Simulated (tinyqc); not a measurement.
Metal gate on a two-layer dielectric stack with fixed charge and a dipole: flat band against the thickness t2.

Gate, layer 2, layer 1, p-type semiconductor; x runs from the gate inwards. Charges are counted in units of +q. psi is the band bending at the surface, positive towards inversion. Classical charge, Boltzmann statistics, no interface traps.

EOT = 3.9 (t1/e1 + t2/e2), Cox = eps0/(t1/e1 + t2/e2); phi_ms = pM - (chi + Eg - Vt ln(Nv/Na)). Vfb = phi_ms + Vd - (q/eps0) [Q1 (t1/e1 + t2/e2) + Q2 t2/e2 + r1 (t1^2/(2 e1) + t1 t2/e2) + r2 t2^2/(2 e2)]: each charge counts with its electrical distance from the gate. ni = sqrt(Nc Nv) exp(-Eg/(2 Vt)), Eg in volts, pB = Vt ln(Na/ni), Vth = Vfb + 2 pB + sqrt(4 q eps0 eps_r Na pB)/Cox.

Parameters, values chosen for the exercise; band and dielectric values close to those of 4H silicon carbide, layer 1 close to silicon dioxide, layer 2 close to hafnium oxide:

| symbol | value | unit | meaning |
|---|---|---|---|
| T | 300 | K | temperature |
| Eg | 3.22 | eV | band gap |
| eps_r | 9.66 |  | relative permittivity |
| Nc | 1.71e19 | cm^-3 | conduction-band density of states at T |
| Nv | 2.52e19 | cm^-3 | valence-band density of states at T |
| chi | 3.63 | eV | electron affinity |
| Na | 3.2e16 | cm^-3 | acceptor density |
| pM | 4.47 | eV | work function of the gate metal |
| t1 | 1.2 | nm | thickness of layer 1, next to the semiconductor |
| e1 | 4.02 |  | relative permittivity of layer 1 |
| e2 | 22.6 |  | relative permittivity of layer 2 |
| Q1 | 3.8e11 | cm^-2 | fixed charge at the semiconductor interface |
| Q2 | -2.1e12 | cm^-2 | fixed charge between the layers |
| r1 | 0 | cm^-3 | uniform charge density in layer 1 |
| r2 | -8e18 | cm^-3 | uniform charge density in layer 2 |
| Vd | 0 | V | flat-band shift by a dipole layer between the layers |

Constants: q = 1.602176634e-19 C, kB = 1.380649e-23 J/K, Vt = kB T/q, eps0 = 8.8541878128e-14 F/cm where lengths are in cm. Results are converted to the units shown.

Results:
```
t2 (nm),EOT (nm),Vfb (V),Vth (V)
1,1.3367,-2.2111,0.73565
1.7,1.4575,-2.1955,0.75691
3.1,1.6991,-2.1547,0.80884
3.9,1.8372,-2.1257,0.84415
4.6,1.9580,-2.0970,0.87841
5.3,2.0788,-2.0652,0.91581
6,2.1996,-2.0302,0.95635
```

Estimate the missing row, t2 = 2.4 nm.

Computed row:
```
t2 (nm),EOT (nm),Vfb (V),Vth (V)
2.4,1.5783,-2.1766,0.78130
```

With this row back in the table: Vfb rises from -2.21 to -2.03 V and Vth rises from 0.736 to 0.956 V. The slope dVfb/dEOT is 130 mV/nm between the first two rows and 290 between the last two: the charge inside the growing layer bends the line. A line through the end rows meets EOT = 0 at -2.49 V, against phi_ms + Vd = -2.21 V; an effective work function read from it is off by -284 mV from pM.

Program tinyqc, `OMP_NUM_THREADS=1 python tinyqc.py 2010029 2010030 out.jsonl`; Intel Xeon 2.30GHz, shared host, one thread, about 0.01 s.
